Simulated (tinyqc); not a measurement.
Inside a calculation: Franz-Keldysh effect at a direct gap. Values are carried at full precision from step to step, so a last printed digit may differ when a step is redone from the rounded ones.

Parabolic bands, vertical transitions, no excitons. For each hole band j: mr = me mj/(me + mj); joint density of states J_j(E) = (mr/c)^(3/2) sqrt(E - Eg)/(2 pi^2), both spins, c = hbar^2/2m0; averaged matrix element |e.p|^2 = m0 Ep/6; alpha_j(E) = 4 pi^2 alpha_f c Ep J_j/(3 nr E) in 1/angstrom (alpha_f the fine-structure constant, listed as alpha among the constants), times 1e8 for 1/cm.

In a field Fd (1 kV/cm = 1e-5 V/angstrom) the electro-optic energy of band j is th = (c (e Fd)^2/mr)^(1/3), and sqrt(E - Eg) in J_j is replaced by pi sqrt(th) [Ai'(b)^2 - b Ai(b)^2] with b = (Eg - E)/th; Ai is the Airy function.

Constants: hbar^2/2m0 = 3.80998211 eV angstrom^2; fine-structure constant alpha = 0.007297352564.

Values chosen for the exercise (near those of GaAs; not measured data):

| symbol | value | unit | meaning |
|---|---|---|---|
| Eg | 1.467 | eV | direct gap |
| me | 0.0647 | m0 | electron mass |
| mhh | 0.5 | m0 | heavy-hole mass |
| mlh | 0.0834 | m0 | light-hole mass |
| Ep | 25.8 | eV | Kane energy |
| nr | 3.64 |  | refractive index |
| Fd | 46 | kV/cm | uniform field |
| E | 1.518 | eV | photon energy |
| L | 260 | micrometre | length of a waveguide |

## Electro-optic energy and length

For each hole band give mr, th and the length th/(e Fd).

Scales:

| hole | mr (m0) | th (meV) | length (angstrom) |
|---|---|---|---|
| heavy | 0.05729 | 24.143 | 52.5 |
| light | 0.03643 | 28.074 | 61.0 |

The light-hole pair has th larger by a factor 1.163, the cube root of the ratio of reduced masses.

## Airy factors at E

Ai is the Airy function, th the electro-optic energy of each hole band from the table (its other columns are not needed here), b = (Eg - E)/th with th in eV; the factor takes the place of sqrt(E - Eg) in the joint density of states.

Form b, Ai(b), Ai'(b) and the factor pi sqrt(th) [Ai'^2 - b Ai^2] for each band, beside sqrt(E - Eg) (zero below the gap).

Factors:

| hole | b | Ai(b) | Ai'(b) | factor (eV^(1/2)) | without field |
|---|---|---|---|---|---|
| heavy | -2.1124 | 0.1553 | 0.6625 | 0.2391 | 0.2258 |
| light | -1.8166 | 0.3322 | 0.5201 | 0.2479 | 0.2258 |

## Absorption with and without the field

Put the factors in place of sqrt(E - Eg) in alpha_j and add the bands; a waveguide of length L changes its transmission by 4.343 (alpha(F) - alpha(0)) L dB.

alpha_j in the field (1/cm): heavy 3.82e+03, light 2.01e+03

alpha(F) = 5.82e+03 1/cm
alpha(0) = 5431 1/cm
change of loss = 44.1 dB

Without the field the loss over L is 613 dB, so this energy is of no use for a modulator. Above the gap the field raises the absorption at this energy; the sign alternates with energy (Franz-Keldysh oscillations). Excitons, which add a sharp peak at low field, are left out.

## Checks

- Airy factor at b = -40 against the zero-field limit sqrt(-b): 6.33 against 6.32.

Run: tinyqc, `OMP_NUM_THREADS=1 python tinyqc.py 1682730 1682731 out.jsonl`; Intel(R) Xeon(R) Processor @ 2.30GHz, one thread, shared host; about 0.01 s of CPU time with all checks.
